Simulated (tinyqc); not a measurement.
Effective mass of the conduction band from tabulated energies: one step. The non-parabolic form. Two cases, with inputs chosen for the exercise.

Task: E (1 + alpha E) = c k^2/m means that y = c k^2/E is a straight line in E with intercept m and slope m alpha. Fit the line by unweighted least squares over points 1 to 8, E in eV.

c = hbar^2/2m0. A uniform scatter of up to 0.1 meV has been added to mimic numerical noise.
Constants: hbar^2/2m0 = 3.80998211 eV angstrom^2.

Case 1.

Energies along [111], from the band edge:
```
k (1/angstrom)    E (meV)
0.0000000        0.000000
0.0050000        0.932200
0.0100000        3.929100
0.0150000        8.825300
0.0200000       15.432900
0.0250000       24.047400
0.0300000       34.420300
0.0350000       46.410000
0.0400000       60.163000
```

reference mass (curvature of the model at k = 0.0001 1/angstrom) = 0.0975000 m0

Case 2.

Energies along [110], from the band edge:
```
k (1/angstrom)    E (meV)
0.0000000        0.000000
0.0018000        0.820500
0.0036000        3.621900
0.0054000        7.995200
0.0072000       14.055400
0.0090000       21.324400
0.0108000       29.740800
0.0126000       39.216100
0.0144000       49.646000
```

reference mass (curvature of the model at k = 0.0001 1/angstrom) = 0.0134001 m0

Give: y; m; alpha.

Result:

Case 1.

y (m0): 0.10218  0.09697  0.09714  0.09875  0.09902  0.09962  0.10057  0.10132

m = 0.09850 m0
alpha = 0.394 1/eV

The intercept errs by +1.03 %. The scatter of the first points, divided by small energies, tilts an unweighted line. The model has Eg = 1.615 eV, and for two bands alpha is near 1/Eg = 0.62 1/eV.

Case 2.

y (m0): 0.01504  0.01363  0.01390  0.01405  0.01447  0.01494  0.01542  0.01591

m = 0.01393 m0
alpha = 2.547 1/eV

The intercept errs by +3.98 %. The scatter of the first points, divided by small energies, tilts an unweighted line. The model has Eg = 0.239 eV, and for two bands alpha is near 1/Eg = 4.18 1/eV.

Computed by tinyqc, one run a case: `OMP_NUM_THREADS=1 python tinyqc.py N N+1 out.jsonl` with N = 1880035, 1880727; one thread of a shared Intel(R) Xeon(R) Processor @ 2.30GHz, about 0.01 s a run at most.
